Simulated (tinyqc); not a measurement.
Inside a calculation. Method: Hubbard ring of 5 sites. Computed by tinyqc, a small Python program that keeps every step. Settings: hopping = 1.46, U = 5.9, mixing = 0.5, iteration cap = 65. Command: `OMP_NUM_THREADS=1 python tinyqc.py 31093 31094 out.jsonl` (the two numbers bound the seeds that draw the settings). One thread of a shared host (Intel(R) Xeon(R) Processor @ 2.60GHz), about 0.2 s of CPU time with the checks.

one-body matrix (hopping and site energies) (eV), lower triangle:
```
           1          2          3          4          5
1   0.490000
2  -1.460000   0.120000
3   0.000000  -1.460000  -0.600000
4   0.000000   0.000000  -1.460000  -0.820000
5  -1.460000   0.000000   0.000000  -1.460000  -0.850000
```

U = 5.900000 eV

electrons, up and down: 3  3

n(up) at the start (a guess, not normalised): 1 0.650000, 2 0.550000, 3 0.650000, 4 0.550000, 5 0.650000

n(down) at the start (a guess): 1 0.550000, 2 0.650000, 3 0.550000, 4 0.650000, 5 0.550000

Each step fills the lowest levels of T + U n(other spin) and sets n(new) = n + mixing (n(out) - n); stop when output and input agree to 1e-8.

Course of the cycle:
```
iteration       E (eV)  largest |n(out) - n(in)|  mean |n_up - n_down|
1          -0.87121701                  1.16e-01              0.097632
2          -0.93830654                  2.99e-02              0.104424
3          -0.94308544                  1.80e-02              0.110114
4          -0.94724980                  1.55e-02              0.116709
5          -0.95223245                  1.65e-02              0.127354
6          -0.95825423                  1.76e-02              0.141653
7          -0.96550789                  1.89e-02              0.157252
8          -0.97416406                  2.13e-02              0.174157
9          -0.98434506                  2.37e-02              0.192322
10         -0.99609074                  2.61e-02              0.211631
11         -1.00932157                  2.82e-02              0.231886
...                ...                       ...                   ...
55         -1.15089971                  4.85e-04              0.461268
56         -1.15090104                  4.47e-04              0.461215
57         -1.15090217                  4.12e-04              0.461164
58         -1.15090314                  3.80e-04              0.461117
59         -1.15090396                  3.51e-04              0.461072
60         -1.15090467                  3.23e-04              0.461030
61         -1.15090527                  2.98e-04              0.460990
62         -1.15090578                  2.75e-04              0.460954
63         -1.15090621                  2.54e-04              0.460919
64         -1.15090659                  2.35e-04              0.460887
65         -1.15090690                  2.17e-04              0.460858
```

Can the last value be used, and what does the course show?

Not by the stop rule, although the second column moves by less than 1e-06 over the last three steps. Not converged within 65 iterations: the residual falls steadily but slowly, by a factor of about 0.92 a step. The lowest mean-field energy found from random starts is -1.15091 eV. Reruns (cap 100 unless said): mixing 0.2: not converged; mixing 0.9: not converged; the original settings with a cap of 400: converged in 192 (E = -1.15091).
